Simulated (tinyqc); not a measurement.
Tight binding, dimerised chain, step by step. One step of it, computed by the program tinyqc.

Question. Levels at X. Diagonalise the Hermitian matrix.

H(k) at X (eV):
```
           A          B
A   0.000000  -1.040000
B  -1.040000   0.000000
```

Give: eigenvalues; weights |c|^2 of the basis functions.

Answer.

eigenvalues (eV): -1.0400  1.0400

weights |c|^2 of the basis functions:
```
   band 1  band 2
A  0.5000  0.5000
B  0.5000  0.5000
```
